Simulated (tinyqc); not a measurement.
Worked calculation: electroplating on a thin resistive seed layer: kinetics, Wagner number and the terminal effect across a wafer. Computed by tinyqc, a small Python program that keeps every step. Command: `OMP_NUM_THREADS=1 python tinyqc.py 3120678 3120679 out.jsonl terminal walk`. One thread of a shared host (Intel(R) Xeon(R) Processor @ 2.30GHz), about 0.02 s of CPU time with the checks. Intermediate numbers are printed to about 6 digits and carried at full precision; extremes and crossings named in words are read from the listed rows.

Current enters the seed at the rim. The bath is treated as a local resistance per area (no lateral flow in the liquid), two electrons per ion, molar volume 7.11 cm^3/mol, Faraday constant F = e N_A, kinematic viscosity 0.01 cm^2/s, omega = 2 pi x rpm/60; k_B T/e is in volts.

Inputs (values chosen for the exercise, of the order of those for copper plating on a thin cobalt or ruthenium seed):
```
quantity                               value         unit
wafer radius R                           7.5           cm
seed thickness t                          12           nm
seed resistivity                          15  microohm cm
bath conductivity kappa                0.039         S/cm
gap to the anode h                        12           cm
extra resistance of a porous plate        68     ohm cm^2
exchange current density i_0           0.063      mA/cm^2
cathodic transfer coefficient alpha     0.59            -
mean current density                     2.5      mA/cm^2
diffusivity of the metal ion         6.6e-06       cm^2/s
metal ion concentration                 0.67        mol/L
rotation rate                            200          rpm
temperature T                            298            K
```

Constants: e = 1.602176634e-19 C; N_A = 6.02214076e+23 1/mol; k_B = 8.617333262e-05 eV/K.

## Rate, limit and resistances

Growth rate = i V_m/(2 F). Levich limit i_L = 0.62 x 2 F D^(2/3) omega^(1/2) nu^(-1/6) c. Tafel overpotential eta = (k_B T/(alpha e)) ln(i/i_0); kinetic resistance k_B T/(alpha e i); bath resistance h/kappa + plate; R_s = resistivity/t; Wagner number = kinetic resistance x kappa/R.

growth rate = 55.2675 nm/min

limiting current i_L = 278.089 mA/cm^2

overpotential = 160.211 mV

kinetic resistance = 17.4099 ohm cm^2

bath resistance R_b = 375.692 ohm cm^2

sheet resistance R_s = 12.5 ohm/square

Wagner number = 0.0905317

## Linear estimate of the terminal effect

Linearised: with R_t = kinetic + bath resistance the current density obeys (1/r)(r i')' = i R_s/R_t, so i = A I_0(r/l), l = sqrt(R_t/R_s); with x = R/l, edge/centre = I_0(x) and edge/mean = x I_0(x)/(2 I_1(x)). Voltage drop in the seed for a uniform current: i R_s R^2/4.

length l = 5.60787 cm

x = R/l = 1.33741

edge over centre, linear = 1.49971

edge over mean, linear = 1.20858

drop for uniform current = 439.453 mV

## Current distribution

Full model: seed potential phi(r) with (1/r)(r phi')' = R_s i, where i solves phi = R_b i + (k_B T/(alpha e)) ln(i/i_0) (phi being the driving voltage left at r); phi'(0) = 0 and phi'(R) = R_s i_mean R/2. Solved by collocation to a tolerance of 1e-7.

Across the wafer:
```
r/R   i (mA/cm^2)   i/mean  i/mean, linear
0.00      2.01621  0.80649         0.80588
0.20      2.05207  0.82083         0.82036
0.40      2.16177  0.86471         0.86458
0.60      2.35178  0.94071         0.94092
0.75      2.55353  1.02141         1.02169
0.90      2.81329  1.12532         1.12529
1.00      3.02284  1.20914         1.20858
```

edge over centre, full model = 1.49927

The full model gives 1.50 against 1.50 from the linear form; the kinetic resistance, which the linear form holds fixed, is a small part of R_t here.

## As the film thickens, and with more bath resistance

The film is taken as uniform, with the seed resistivity; the last column adds 100 ohm cm^2 to R_b. Extra power of that plate = i^2 x 100 ohm cm^2 x area.

Edge over centre:
```
thickness (nm)  R_s (ohm/square)  as given  with 100 ohm cm^2 more
12                       12.5000   1.49927                 1.38936
18                        8.3333   1.32095                 1.25210
24                        6.2500   1.23634                 1.18632
36                        4.1667   1.15469                 1.12240
60                        2.5000   1.09145                 1.07258
120                       1.2500   1.04522                 1.03597
240                       0.6250   1.02248                 1.01790
```

extra power = 0.110447 W

The ratio falls below 1.1 from 60.0 nm on as given, and from 60.0 nm on with the added resistance: what counts is R_s R^2 against the sum of kinetic and bath resistance.

Checks made by the program: mean of the distribution (relative difference 5e-08).
